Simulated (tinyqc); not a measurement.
p-type polysilicon, carrier trapping at grain boundaries: two steps of the calculation.

One-dimensional grains of size Lg, uniform ionised doping N, monovalent traps Qt at each boundary at a depth Et below (for electrons) or above (for holes) the band edge there, abrupt depletion of width W on each side of a boundary, Boltzmann statistics. xi is the distance from the band edge at the grain centre to the Fermi level. Trapped charge Qt/(1 + exp((xi + VB - Et)/Vt)) = 2 N W, barrier VB = q N W^2/(2 eps0 eps_r).

Values chosen for this exercise; values of the order met in polycrystalline silicon:
```
symbol,value,unit,meaning
T,250,K,temperature
eps_r,11.7,,relative permittivity
NB,2.02e19,cm^-3,valence-band density of states at T
Lg,33,nm,grain size
Qt,3.7e12,cm^-2,trap density of a grain boundary
Et,0.44,eV,depth of the trap level from the majority band edge at the boundary
ms,0.38,m0,mass for thermionic emission
fe,0.5,,correction factor of the emission rate
mug,250,cm^2/(V s),mobility inside the grains
N,4.4e18,cm^-3,doping
```

Constants: q = 1.602176634e-19 C, kB = 1.380649e-23 J/K, m0 = 9.1093837015e-31 kg, Vt = kB T/q, eps0 = 8.8541878128e-14 F/cm where lengths are in cm. Results are converted to the units shown.

Task 1. New W. Partly depleted grain, xi = Vt ln(NB/N): f = 1/(1 + exp((xi + VB - Et)/Vt)), g = Qt f - 2 N W, g' = -2 Qt f (1 - f) VB/(W Vt) - 2 N, W(new) = W - g/g'.

W at the start = 2.5 nm

Give: VB; f; g; g'; W after iteration 1.

Result 1.

VB = 0.02127 V
f = 1.000
g = 1.500e12 cm^-2
g' = -8.800e11 cm^-2/nm
W after iteration 1 = 4.205 nm

Task 2. Resistivity and effective mobility. n0 = NB exp(-xi/Vt); mean density n0 (1 - 2 W/Lg) by charge balance in a partly depleted grain, and n0 (sqrt(pi)/2) erf(u)/u with u = sqrt(VB/Vt) in a fully depleted one; v = sqrt(kB T/(2 pi ms m0)); barrier resistivity Vt exp(VB/Vt)/(q fe n0 v Lg); grain resistivity (1 - 2 W/Lg)/(q n0 mug); effective mobility 1/(q mean density total resistivity).

W = 4.2045450 nm
xi = 0.032833721 V
VB = 0.060150120 V

Give: n0; mean density; v; barrier resistivity; grain resistivity; resistivity; effective mobility.

Result 2.

n0 = 4.400e18 cm^-3
mean density = 3.279e18 cm^-3
v = 3.984e6 cm/s
barrier resistivity = 0.07585 ohm cm
grain resistivity = 4.228e-3 ohm cm
resistivity = 0.08008 ohm cm
effective mobility = 23.77 cm^2/(V s)

The resistivity is 14.1 times that of a single crystal with the same N and mobility mug, and the mean density is 74.5 % of N.

Computed by the program tinyqc: `OMP_NUM_THREADS=1 python tinyqc.py 2830155 2830156 out.jsonl`, one thread of a shared Intel Xeon 2.30GHz, about 0.01 s for the whole run.
